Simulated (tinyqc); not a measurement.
Worked calculation: virtual-crystal alloy in the empirical-pseudopotential method. Values are carried at full precision from step to step, so a last printed digit may differ when a step is redone from the rounded ones.

Virtual crystal A(1-x)B(x): a = (1 - x) a_A + x a_B. Rule linear: V = (1 - x) V_A + x V_B. Rule volume: V = [(1 - x) a_A^3 V_A + x a_B^3 V_B]/a^3, since a form factor is an atomic potential divided by the cell volume.

Constants: hbar^2/2m0 = 3.80998211 eV angstrom^2; Ry = 13.60569312 eV.

Parameters, chosen for this exercise (classic local form factors of the size used for GaAs (A) and InAs (B), which place X and L only to a few tenths of an eV; shifted at random, so the results belong to these values and not to a real crystal):
- a = (5.644, 6.04) angstrom (lattice constants of A, B)
- VSA = (-0.231, 0.009, 0.06) Ry (symmetric form factors of A)
- VAA = (0.068, 0.049, 0.011) Ry (antisymmetric form factors of A)
- VSB = (-0.225, 0, 0.049) Ry (symmetric form factors of B)
- VAB = (0.082, 0.051, 0.029) Ry (antisymmetric form factors of B)
- rule = volume (mixing rule)
- x = 0.35 (fraction of B)

## The virtual crystal

Form a, the two weights and the form factors.

a = 5.7826 angstrom

weights of A and B: [0.60437, 0.39885]

VS at 3, 8, 11 (Ry): [-0.22935, 0.00544, 0.05581]

VA at 3, 4, 11 (Ry): [0.07380, 0.04996, 0.01821]

## The six lowest plane waves at X

Empirical pseudopotential on the fcc lattice, atoms at +/- tau, tau = a (1,1,1)/8, no spin-orbit coupling. H(G,G') = c (2 pi/a)^2 |k + G|^2 delta + VS(q) cos(q.tau) + i VA(q) sin(q.tau), q = G - G', c = hbar^2/2m0; k and G in units of 2 pi/a; VS at |q|^2 = 3, 8, 11 and VA at 3, 4, 11, in rydberg, zero elsewhere. At each k the basis holds all G with |k + G|^2 up to 16; energies are counted from the fourth level at Gamma.

k = (1,0,0) with the small basis G = (0,0,0), (-2,0,0), (-1,1,1), (-1,-1,-1), (-1,1,-1), (-1,-1,1) in place of the full one.

H in this small basis (eV), rows 000, -200, -1+1+1, -1-1-1, -1+1-1, -1-1+1 and columns alike:
```
[[4.498, 0.680i, -2.207-0.710i, 2.207+0.710i, -2.207+0.710i, -2.207+0.710i],
 [-0.680i, 4.498, 2.207-0.710i, -2.207+0.710i, -2.207-0.710i, -2.207-0.710i],
 [-2.207+0.710i, 2.207+0.710i, 8.996, -0.074, 0.680i, 0.680i],
 [2.207-0.710i, -2.207-0.710i, -0.074, 8.996, -0.680i, -0.680i],
 [-2.207-0.710i, -2.207+0.710i, -0.680i, 0.680i, 8.996, 0.074],
 [-2.207-0.710i, -2.207+0.710i, -0.680i, 0.680i, 0.074, 8.996]]
```

## Levels in the small basis

Diagonalise; the gap between the fourth and fifth level is a first estimate of the direct gap at X.

levels (absolute scale of H) (eV): [-0.384, 3.822, 8.922, 8.922, 11.785, 11.914]

gap = 2.863 eV

The full basis gives 3.961 eV for this gap.

## The lowest conduction band along Gamma-X and at L

Full basis at each k.

Levels (eV):
```
k           band 3  band 4  band 5  band 6
L           -0.832  -0.832   1.585   4.997
(0.00,0,0)   0.000   0.000   0.955   4.491
(0.20,0,0)  -0.310  -0.310   2.343   3.956
(0.40,0,0)  -0.940  -0.940   3.009   3.802
(0.60,0,0)  -1.546  -1.546   2.319   3.450
(0.70,0,0)  -1.768  -1.768   2.093   3.006
(0.80,0,0)  -1.930  -1.930   1.960   2.625
(0.85,0,0)  -1.986  -1.986   1.923   2.475
(0.90,0,0)  -2.028  -2.028   1.905   2.357
(1.00,0,0)  -2.061  -2.061   1.900   2.252
```

On these points band 5 is lowest at (0.00,0,0), 0.955 eV above the valence top: in this model the gap is direct, by a margin of 630 meV.

## Checks

- Fifth band at (0.85,0,0) against the equivalent point (0,0,-0.85), on the absolute scale of H (eV): both 10.1227.

Program tinyqc; command `OMP_NUM_THREADS=1 python tinyqc.py 1081587 1081588 out.jsonl`; about 0.2 s on one thread of a shared Intel(R) Xeon(R) Processor @ 2.30GHz.
